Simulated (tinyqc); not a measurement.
# Bandgap voltage reference from two bipolar transistors: output against temperature

Two transistors of area 1 and N carry the same current I. Is(T) = Is (T/T0)^eta exp[(Vg0 q/kB)(1/T0 - 1/T)], VBE1 = Vt ln(I/Is(T)) + I rb, VBE2 = Vt ln(I/(N Is(T))) + I rb/N. The amplifier forces I R1(T) = VBE1 - VBE2 + Vos, with R(T) = R (1 + tc (T - T0)) for both resistors, and the output is Vref = VBE1 + I R2(T). Base currents and the Early effect are neglected.

Vt = kB T/q; I = (Vt ln N + Vos)/(R1(T) - rb (1 - 1/N)).

Parameters, values chosen for the exercise; values of the order met in silicon bipolar transistors: reference temperature T0 = 298 K; band-gap voltage extrapolated to 0 K Vg0 = 1.149 V; temperature exponent of the saturation current eta = 3.5; saturation current of the unit transistor at T0 Is = 2.3e-17 A; area ratio of the second transistor N = 4; resistor across which the difference of VBE falls, at T0 R1 = 20 kohm; temperature coefficient of both resistors tc = 0 ppm/K; offset of the amplifier Vos = 0 mV; series resistance of the unit transistor rb = 0 ohm; output resistor at T0 R2 = 303.9 kohm.

Constants: q = 1.602176634e-19 C, kB = 1.380649e-23 J/K. Results are converted to the units shown.

Output against temperature:
```
T (K),I (uA),VBE1 (V),I R2 (V),Vref (V),Vref - Vref(T0) (mV),dVref/dT (uV/K)
218,1.302,0.7941,0.3957,1.190,5.076,-28.03
233,1.392,0.7664,0.4229,1.189,4.547,-42.36
253,1.511,0.7290,0.4593,1.188,3.520,-60.10
273,1.631,0.6914,0.4956,1.187,2.152,-76.49
298,1.780,0.6438,0.5409,1.185,0,-95.37
323,1.929,0.5959,0.5863,1.182,-2.604,-112.7
348,2.079,0.5475,0.6317,1.179,-5.625,-128.8
373,2.228,0.4987,0.6771,1.176,-9.034,-143.7
398,2.377,0.4495,0.7225,1.172,-12.80,-157.7
423,2.527,0.4000,0.7678,1.168,-16.91,-170.8
```

What does the comparison show?

VBE1 falls by 1.92 mV/K on average and I R2 rises by 1.82 mV/K. The slope of Vref vanishes at T = 191 K. Between 233 and 398 K Vref spans 17.4 mV, or 88.9 ppm/K by the box method (span over the average over T, over 165 K).

tinyqc, about 0.02 s, one thread, Intel Xeon 2.30GHz (shared host): `OMP_NUM_THREADS=1 python tinyqc.py 2062027 2062028 out.jsonl`
